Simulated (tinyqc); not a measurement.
# Area and perimeter leakage from two diodes

Question. A square diode and a finger diode leak I = JA area + JP perimeter. Find JA, JP and the side of the square at which both parts are equal.

areas (um^2): 40000  60000
perimeters (um): 800  12600
leakage currents (pA): 0.5968  1.4196000

Solution. Two linear equations give JA and JP; for a square of side a, JA a^2 = 4 JP a at a = 4 JP/JA.

JA = 1.400e-9 A/cm^2
JP = 4.600e-13 A/cm
side for equal parts = 13.14 um

Program tinyqc, `OMP_NUM_THREADS=1 python tinyqc.py 2290119 2290120 out.jsonl`; Intel Xeon 2.30GHz, shared host, one thread, about 0.01 s.
